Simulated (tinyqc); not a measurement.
Four-point probe, van der Pauw, Hall and spreading-resistance readings of a semiconductor layer. Which input was changed? Computed by tinyqc, a small Python program. Command: `OMP_NUM_THREADS=1 python tinyqc.py 3111583 3111584 out.jsonl probe which`. One thread of a shared host (Intel(R) Xeon(R) Processor @ 2.30GHz), about 0.1 s of CPU time with the checks.

The layer is uniform and ohmic; contacts are points unless a radius is given.

Inputs (values chosen for the exercise, modelled on n-type silicon):

| quantity | value | unit |
|---|---|---|
| carrier density n | 6e+14 | 1/cm^3 |
| drift mobility mu | 1320 | cm^2/(V s) |
| layer thickness t | 450 | micrometre |
| probe spacing s | 0.5 | mm |
| current I | 3 | mA |
| radius a of the spreading-resistance contact | 19 | micrometre |

Backing of the layer: conducting.

Constants: e = 1.602176634e-19 C.

Method:
- rho = 1/(e n mu); R_s = rho/t.
- Collinear probes with equal spacing on a layer with conducting backing: images at depth 2 m t give V = (rho I/(2 pi s)) G, G = 1 + 4 sum_(m>=1) (-1)^m [1/sqrt(1 + (2 m u)^2) - 1/sqrt(4 + (2 m u)^2)], u = t/s; the sum runs to m = 20000, with the last term halved.
- Limits: thick, rho = 2 pi s V/I; thin on an insulator, rho = (pi/ln 2) t V/I.
- Flat disc contact with the current density of a half-space: R = (rho/(4 a)) c, c = (4/pi) int_0^infinity K(x t/a) sin(x) J1(x)/x^2 dx for a conducting backing, K = tanh, with the voltage averaged over the disc; c tends to 1 for t >> a.

Problem. One of these inputs alone was changed, within the range given: carrier density n (3e+14 to 1.2e+15); layer thickness t (225 to 900); probe spacing s (0.25 to 1); current I (1.5 to 6). Which one, and to what value?

Results:

| run | voltage V (mV) | rho by the thick formula (ohm cm) | spreading resistance (ohm) |
|---|---|---|---|
| before | 46.62413 | 4.882467 | 1017.620 |
| after | 21.67836 | 3.141892 | 1017.620 |

Solution.

Each candidate set to reproduce voltage V, and what it then gives:

| candidate | range searched | value needed | rho by the thick formula (ohm cm) | spreading resistance (ohm) |
|---|---|---|---|---|
| carrier density n (1/cm^3) | 3e+14 to 1.2e+15 | out of reach | - | - |
| layer thickness t (micrometre) | 225 to 900 | 275.6 | 2.2702 | 1005.4 |
| probe spacing s (mm) | 0.25 to 1 | 0.6920 | 3.1419 | 1017.6 |
| current I (mA) | 1.5 to 6 | out of reach | - | - |

Only probe spacing s fits every result: it went from 0.5 to 0.692 mm. The next best candidate, layer thickness t, misses one result by 28 %.
